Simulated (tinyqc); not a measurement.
Capacitance measurement on a leaky thin oxide: effects of series resistance and leakage: two steps of the calculation.

The device is a capacitance C in parallel with a leakage conductance G, in series with Rs and Ls. An impedance meter reports either a parallel pair (Cp, Gp) from Y = 1/Z = Gp + i w Cp or a series pair (Cs, Rm) from Z = Rm + 1/(i w Cs); w = 2 pi f, dissipation D = Gp/(w |Cp|).

Parameters, values chosen for the exercise; values of the order met in thin-oxide MOS capacitors:
```
symbol  value    unit                                                                 meaning
eox      7.53          relative permittivity of the gate insulator (close to silicon nitride)
tox       2.9      nm                                                     insulator thickness
A         400    um^2                                                               gate area
zc       0.34      nm              oxide-equivalent thickness added by the accumulation layer
zp          0      nm                      oxide-equivalent thickness added by gate depletion
Jg         13  A/cm^2              gate leakage current density, not matched to the thickness
Vs       0.26       V                               voltage for an e-fold rise of the leakage
Rs        320     ohm                                                       series resistance
Ls        290      nH                                                       series inductance
f         1e6      Hz                                                     measuring frequency
```

Constants: eps0 = 8.8541878128e-14 F/cm where lengths are in cm. Results are converted to the units shown.

Question 1. True capacitance and conductance. EOT = 3.9 tox/eox; CET = EOT + zc + zp; C = 3.9 eps0 A/CET; G = Jg A/Vs.

Give: EOT; CET; C; G.

Answer 1.

EOT = 1.5020 nm
CET = 1.8420 nm
C = 7.4987 pF
G = 200.00 uS

Question 2. What the meter reports. Z = Rs + i w Ls + 1/(G + i w C).

C = 7.4986931 pF
G = 200 uS

Find: Z; Cp; Gp; Cs; D.

Answer 2.

Z = (5.057-1.114i) x 1e3 ohm
Cp = 6.613 pF
Gp = 188.6 uS
Cs = 142.9 pF
D = 4.539

Cp is 12 % below C and Cs is 19.1 times it; G Rs = 0.0640, w C Rs = 0.0151 and G/(w C) = 4.24.

Computed by the program tinyqc: `OMP_NUM_THREADS=1 python tinyqc.py 2022183 2022184 out.jsonl`, one thread of a shared Intel Xeon 2.30GHz, about 0.01 s for the whole run.
